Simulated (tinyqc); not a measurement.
## Random telegraph noise from one oxide trap in a small MOSFET: effect of the temperature

An acceptor-like trap exchanges electrons with the channel. Inversion charge Q = Cox u, u = n Vt W0(exp((Vg - VT)/(n Vt))), W0 the Lambert function, n = nf, Cox = eps0 eox/tox; linear regime Id = (W/L) mu Q Vd. Relative to threshold the surface potential rises by Vt ln(u/u0) and the oxide voltage by the rest of Vg - VT, with u0 = n Vt W0(1).

N = Cox u/q; dpsi = Vt ln(u/u0); E = E0 - dpsi - (xt/tox)(Vg - VT - dpsi); capture time tc = 1/[(N/zi) vth s0 exp(-xt/lt - EB/Vt)]; emission time te = tc exp(-E/Vt); occupancy te/(tc + te). A = W L; threshold step dV = q (1 - xt/tox)/(Cox A); gm/Id = 1/(u + n Vt); relative step dI/I = (gm/Id) dV + asc mu/A. fc = (1/tc + 1/te)/(2 pi); rms = (dI/I) sqrt(tc te)/(tc + te). VT, nf, vth and mu are held fixed.

Values chosen for this exercise; values of the order met in silicon transistors:
- eox = 24.3 (relative permittivity of the gate insulator (close to zirconium oxide))
- tox = 3.3 nm (insulator thickness)
- xt = 1.6 nm (depth of the trap from the channel interface)
- E0 = 0.34 eV (trap level above the channel Fermi level at threshold)
- s0 = 7e-17 cm^2 (capture prefactor)
- EB = 0.4 eV (capture barrier (lattice relaxation))
- lt = 0.11 nm (tunnelling decay length)
- vth = 1.2e7 cm/s (thermal velocity)
- zi = 2.2 nm (thickness of the inversion layer)
- VT = 0.24 V (threshold voltage)
- nf = 1.31 (body factor)
- W = 24 nm (gate width)
- L = 49 nm (gate length)
- mu = 170 cm^2/(V s) (mobility)
- asc = 1.1e-15 V s (scattering coefficient of the charged trap)
- Vd = 0.1 V (drain voltage)
- Vg = 0.83 V (gate voltage)

Constants: q = 1.602176634e-19 C, kB = 1.380649e-23 J/K, Vt = kB T/q, eps0 = 8.8541878128e-14 F/cm where lengths are in cm. Results are converted to the units shown.

Effect of the temperature:
```
T (K)	E (eV)	tc (s)	te (s)	occupancy	dI/I (%)	fc (Hz)	rms dI/I (%)
180	0.02344	4.035e6	8.903e5	0.1808	1.788	2.182e-7	0.6880
210	0.01992	1.027e5	3.418e4	0.2496	1.789	6.206e-6	0.7744
240	0.01662	6566	2940	0.3093	1.790	7.837e-5	0.8275
270	0.01350	774.7	433.6	0.3588	1.791	5.725e-4	0.8592
300	0.01056	140.4	93.30	0.3993	1.792	0.002840	0.8777
330	0.007773	34.75	26.44	0.4321	1.793	0.01060	0.8881
360	0.005123	10.87	9.213	0.4588	1.793	0.03192	0.8937
390	0.002601	4.068	3.765	0.4807	1.794	0.08139	0.8962
```

Read the table: what changes, and by how much?

As T goes from 180 to 390, tc falls from 4.03e6 to 4.07 s, te falls from 8.90e5 to 3.77 s and dI/I stays near 1.79 %. Activation energies over the table: 0.398 eV for capture (EB = 0.4 eV, altered by the change of N) and 0.356 eV for emission.

Range of the model: VT is taken as given; short-channel effects and the uneven flow of current among few electrons are left out.

Program tinyqc, `OMP_NUM_THREADS=1 python tinyqc.py 2710090 2710091 out.jsonl`; Intel Xeon 2.30GHz, shared host, one thread, about 0.01 s.
